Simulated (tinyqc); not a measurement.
CMOS latch-up, two-transistor model: one step of the calculation.

A parasitic pnp (emitter at Vdd, base shunted by Rw) and npn (emitter at ground, base shunted by Rs) feed each other: the npn collector current flows out of the pnp base node, the pnp collector current into the npn base node. Forward-active transistors with constant gains: Icn = Isn exp(Vn/Vt), Icp = Isp (exp(Vp/Vt) - 1). A current Ii is injected into the npn base node.

Question. Holding current and voltage. On state with both base-emitter voltages at Von: npn base current Ib = (Von/Rs + bp Von/Rw)/(bn bp - 1), holding current Ih = (bn + 1) Ib + Von/Rs, holding voltage Vh = Vsat + Von + R2 (Ib + Von/Rs).

Values chosen for this exercise; values close to those of bulk CMOS: current gain of the npn bn = 12.4; current gain of the pnp bp = 4.8; substrate resistance shunting the npn Rs = 70 ohm; well resistance shunting the pnp Rw = 940 ohm; resistance from the pnp collector to the npn base R2 = 300 ohm; base-emitter voltage in the on state Von = 0.78 V; saturation voltage Vsat = 0.18 V; supply voltage Vdd = 0.9 V.

Wanted: bn bp; Ib; Ih; Vh.

Answer.

bn bp = 59.520
Ib = 0.25847 mA
Ih = 14.606 mA
Vh = 4.3804 V

Vh is above Vdd = 0.9 V, so the supply cannot sustain a latched state.

Range of the model: Near the trigger Vn + Vp exceeds Vdd by over 0.35 V, so both collector junctions are forward biased and the forward-active model is out of range there.

Program tinyqc, `OMP_NUM_THREADS=1 python tinyqc.py 2670052 2670053 out.jsonl`; Intel Xeon 2.30GHz, shared host, one thread, about 0.05 s.
